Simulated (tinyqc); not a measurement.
From spontaneous polarisation Ps back to temperature T: Landau-Devonshire theory of a uniaxial ferroelectric. Computed by tinyqc, a small Python program. Command: `OMP_NUM_THREADS=1 python tinyqc.py 3001735 3001736 out.jsonl ferro inv`. One thread of a shared host (Intel(R) Xeon(R) Processor @ 2.30GHz), about 0.02 s of CPU time with the checks.

G(P) = (alpha/2) P^2 + (beta*/4) P^4 + (gamma/6) P^6 - E P per volume, SI units, one domain, P along the polar axis, which is normal to the film.

Inputs (values chosen for the exercise, modelled on barium titanate):
```
quantity                       value         unit
alpha_0                       675000  J m/(C^2 K)
Curie-Weiss temperature T0       381            K
beta                          -8e+08    J m^5/C^4
gamma                       1.72e+10    J m^9/C^6
misfit strain u_m            -0.0082            -
electrostriction Q12          -0.043      m^4/C^2
compliance s11 + s12         5.6e-12        m^2/N
```

Sample: epitaxial film.

Constants: eps_0 = 8.8541878128e-12 F/m.

Method:
- alpha = alpha_0 (T - T0*), with clamping: T0* = T0 + 4 Q12 u_m/(alpha_0 (s11 + s12)), beta* = beta + 4 Q12^2/(s11 + s12).
- Ps^2 = [-beta* + sqrt(beta*^2 - 4 alpha gamma)]/(2 gamma).
- chi = 1/(eps_0 G''), G'' = alpha + 3 beta* P^2 + 5 gamma P^4 at Ps. Ps, chi and the coercive field are for perfect screening, without a depolarising field. The intrinsic coercive field is |alpha P + beta* P^3 + gamma P^5| at the P_c where G'' = 0. 1 C/m^2 = 100 microcoulomb/cm^2.

Problem. A run gave the result below. Find the temperature T, known to lie between 200 and 470 K.

spontaneous polarisation Ps = 34.08855 microcoulomb/cm^2

Solution.

Each step takes the trial c = (a f_b - b f_a)/(f_b - f_a), f being the result less the target and a, b, c the logarithms of the listed values; c replaces end b, the old b replaces a if the sign of f changed, and otherwise f_a is halved.

Scan of the range:
```
temperature T (K)  spontaneous polarisation Ps (microcoulomb/cm^2)
200                                                        36.4833
231                                                        35.9084
266                                                        35.2269
307                                                        34.3787
354                                                        33.3292
408                                                        31.9983
470                                                        30.2550
```

False position (Illinois rule, in the logarithm of the input) inside the bracket:
```
step    end a    end b    trial  spontaneous polarisation Ps (microcoulomb/cm^2)
1     307.000  354.000  319.333                                          34.1119
2     354.000  319.333  320.317                                          34.0904
3     354.000  320.317  320.470                                          34.0870
4     320.317  320.470  320.400                                          34.0886
5     320.470  320.400  320.400                                          34.0885
```

Spontaneous polarisation Ps falls at every point of a 13-point scan of the range (every second point is shown), so one value fits; it is bracketed by 307 and 354. Answer: temperature T = 320.4 K.

Caution: far below T0* the expansion with linear alpha(T) is only a fit.
